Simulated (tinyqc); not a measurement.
Empirical pseudopotential in a few plane waves, step by step. Computed by tinyqc, a small Python program that keeps every step. Settings: plane-wave index or count = 15. Command: `OMP_NUM_THREADS=1 python tinyqc.py 25753 25754 out.jsonl` (the two numbers bound the seeds that draw the settings). One thread of a shared host (Intel(R) Xeon(R) Processor @ 2.60GHz), about 0.2 s of CPU time with the checks.

## Bloch Hamiltonian at G

Parameters chosen for this model: fcc lattice, atoms at +/- a/8 (1,1,1); form factors in rydberg at |G|^2 in units of (2 pi/a)^2:
```
parameter                 value      unit
a                      5.740000  angstrom
VS(3)                 -0.211000        Ry
VS(8)                  0.033000        Ry
VS(11)                 0.070000        Ry
VA(3)                         0        Ry
VA(4)                         0        Ry
VA(11)                        0        Ry
hbar^2/2m (2 pi/a)^2   4.565190        eV
```

k point G (2 pi / a): 0  0  0

Basis: the 15 shortest G (labels in 2 pi/a), the same at every k. H(G,G') = c |k + G|^2 delta + VS(|G-G'|^2) cos((G-G').tau) + i VA sin((G-G').tau), tau = a/8 (1,1,1); 1 Ry = 13.605693 eV.

H(k) at G (eV), lower triangle:
```
           +0+0+0     -1-1-1     -1-1+1     -1+1-1     -1+1+1     +1-1-1     +1-1+1     +1+1-1
+0+0+0   0.000000
-1-1-1   2.029963  13.695571
-1-1+1  -2.029963   0.000000  13.695571
-1+1-1  -2.029963   0.000000   0.448988  13.695571
-1+1+1  -2.029963  -0.448988   0.000000   0.000000  13.695571
+1-1-1  -2.029963   0.000000   0.448988   0.448988   0.000000  13.695571
+1-1+1  -2.029963  -0.448988   0.000000   0.000000   0.448988   0.000000  13.695571
+1+1-1  -2.029963  -0.448988   0.000000   0.000000   0.448988   0.000000   0.448988  13.695571
+1+1+1   2.029963   0.000000  -0.448988  -0.448988   0.000000  -0.448988   0.000000   0.000000
-2+0+0   0.000000  -2.029963  -2.029963  -2.029963   2.029963   0.673447  -0.673447  -0.673447
+0-2+0   0.000000  -2.029963  -2.029963   0.673447  -0.673447  -2.029963   2.029963  -0.673447
+0+0-2   0.000000  -2.029963   0.673447  -2.029963  -0.673447  -2.029963  -0.673447   2.029963
+0+0+2   0.000000  -0.673447   2.029963  -0.673447  -2.029963  -0.673447  -2.029963   0.673447
+0+2+0   0.000000  -0.673447  -0.673447   2.029963  -2.029963  -0.673447   0.673447  -2.029963
+2+0+0   0.000000  -0.673447  -0.673447  -0.673447   0.673447   2.029963  -2.029963  -2.029963

           +1+1+1     -2+0+0     +0-2+0     +0+0-2     +0+0+2     +0+2+0     +2+0+0
+1+1+1  13.695571
-2+0+0  -0.673447  18.260761
+0-2+0  -0.673447   0.448988  18.260761
+0+0-2  -0.673447   0.448988   0.448988  18.260761
+0+0+2  -2.029963  -0.448988  -0.448988   0.000000  18.260761
+0+2+0  -2.029963  -0.448988   0.000000  -0.448988   0.448988  18.260761
+2+0+0  -2.029963   0.000000  -0.448988  -0.448988   0.448988   0.448988  18.260761
```

## Levels at G

Diagonalise the Hermitian matrix.

eigenvalues (eV): -1.941051  9.793872  9.793872  9.793872  12.223545  13.246583  13.246583  13.246583  16.983585  17.362785  17.362785  21.713471  21.713471  21.713471  22.875701

## Bands along a path

The same steps at evenly spaced points between the labelled ones.

Bands along the path (eV), lowest eight:
```
k            band 1    band 2    band 3    band 4     band 5     band 6     band 7     band 8
L          0.332927  3.198777  8.908440  8.908440  11.498645  14.158893  14.158893  17.534116
L-G 0.20  -0.203903  3.906179  8.913230  8.913230  11.544807  14.092900  14.092900  17.692581
L-G 0.40  -0.902850  5.250413  9.071261  9.071261  11.781951  14.133881  14.133881  17.500373
L-G 0.60  -1.467748  6.899164  9.346449  9.346449  12.178477  13.960789  13.960789  15.566681
L-G 0.80  -1.821379  8.659762  9.648551  9.648551  12.564388  13.497696  13.497696  13.800303
G         -1.941051  9.793872  9.793872  9.793872  12.223545  13.246583  13.246583  13.246583
G-X 0.20  -1.781165  8.687132  9.380128  9.380128  12.771747  13.302758  13.910351  13.910351
G-X 0.40  -1.303993  6.957303  8.647827  8.647827  11.989588  13.831681  15.380870  15.380870
G-X 0.60  -0.517439  5.237560  8.042651  8.042651  11.417232  12.697483  17.187938  17.187938
G-X 0.80   0.563860  3.622195  7.699858  7.699858  11.202152  11.706221  19.187388  19.187388
X          1.916584  2.169976  7.666420  7.666420  11.149818  11.407842  21.360211  21.360211
```

With 4 band(s) filled, the highest filled level on these points lies at G and the lowest empty one at X: a gap of 1.3559 eV, indirect. This holds for the small fixed basis; with all plane waves up to |k + G|^2 = 21 (2 pi/a)^2 the gap along the path is 1.21 eV.

## Convergence with the number of plane waves

Levels at G counted from the fourth one.

Levels (eV):
```
plane waves     level 1   level 5   level 8
9            -15.187633  0.000000  1.795951
15           -11.734923  2.429673  3.452710
27           -11.152492  3.034052  3.393431
51           -11.273950  3.156350  3.514775
59           -11.318103  3.148116  3.351255
65           -11.331789  3.148116  3.311848
89           -11.294277  3.127902  3.345073
```
